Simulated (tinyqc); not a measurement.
Nanowire ballistic transistor, top-of-the-barrier model: two steps of the calculation.

At the top of the source barrier, states moving towards the drain are filled by the source (Fermi level 0) and states moving back by the drain (Fermi level -q Vd); nothing scatters. U is the shift of the band edge there, set by the capacitances CG, CD and CS (the total) and by the charge. Parabolic one-dimensional subbands; the source is grounded.

Inputs (values chosen for the exercise); mass and valleys close to those of gallium arsenide:
```
symbol   value  unit                                                                 meaning
T           77     K                                                             temperature
m       0.0701    m0                                                          effective mass
gv           1                                                             valley degeneracy
eox        3.9                                   relative permittivity of the gate insulator
tox        1.4    nm                                                     insulator thickness
d            4    nm                                                           wire diameter
dE        0.14    eV                                    offset of a second subband (0: none)
aG        0.94                                                            gate control CG/CS
E0        0.37    eV  band edge at the barrier top above the source Fermi level at zero bias
Vd        0.05     V                                                           drain voltage
```

Constants: q = 1.602176634e-19 C, kB = 1.380649e-23 J/K, hbar = 1.054571817e-34 J s, h = 6.62607015e-34 J s, m0 = 9.1093837015e-31 kg, Vt = kB T/q, eps0 = 8.8541878128e-14 F/cm where lengths are in cm. Results are converted to the units shown.

Problem 1. Self-consistent potential at the barrier top. eta1 = -(E0 + U)/Vt, eta2 = eta1 - Vd/Vt, n = (N0/2)[F_(-1/2)(eta1) + F_(-1/2)(eta2)], F_(-1/2)(x) = (1/sqrt(pi)) int_0^infinity u^(-1/2)/(1 + exp(u - x)) du. Each F is summed over the two subbands, F(eta) + F(eta - dE/Vt), which share the mass. U(out) = UL + q (n - n0)/CS. U(new) = U(out).

U after iteration 1 = -0.38618787 eV
N0 = 6.2338222e5 cm^-1
CS = 4.3498570 pF/cm
n0 = 3.7812767e-19 cm^-1
UL = -0.56605000 eV

Find: eta1; eta2; n; U(out); U after iteration 2.

Solution 1.

eta1 = 2.4396
eta2 = -5.0958
n = 5.1392e5 cm^-1
U(out) = -0.54712 eV
U after iteration 2 = -0.54712 eV

Problem 2. Current, mean velocity and share of the gate voltage. N0 = gv sqrt(2 m kB T/pi)/hbar, CG = 2 pi eps0 eox/ln(1 + 2 tox/d), CS = CG/aG, n0 = n at U = 0 and Vd = 0. I = gv (2 q^2/h) Vt [ln(1 + exp eta1) - ln(1 + exp eta2)], summed over both subbands. Mean velocity I/(q n). CQ = (q/Vt) dn/d(eta1); the band edge follows the gate as -dU/dVg = aG/(1 + CQ/CS).

converged U = -0.47655781 eV

Give: eta1; n; I; mean velocity; CQ; -dU/dVg.

Solution 2.

eta1 = 16.06
n = 2.430e6 cm^-1
I = 3.877 uA
mean velocity = 9.960e6 cm/s
CQ = 2.597 pF/cm
-dU/dVg = 0.5886 eV/V

The carriers from the source are degenerate (eta1 = 16.1), and the mean velocity is 0.967 times vT = sqrt(2 kB T/(pi m)) = 1.03e7 cm/s. The drain fills a good part of the returning states, which lowers the mean.

Computed by the program tinyqc: `OMP_NUM_THREADS=1 python tinyqc.py 2400142 2400143 out.jsonl`, one thread of a shared Intel Xeon 2.30GHz, about 0.1 s for the whole run.
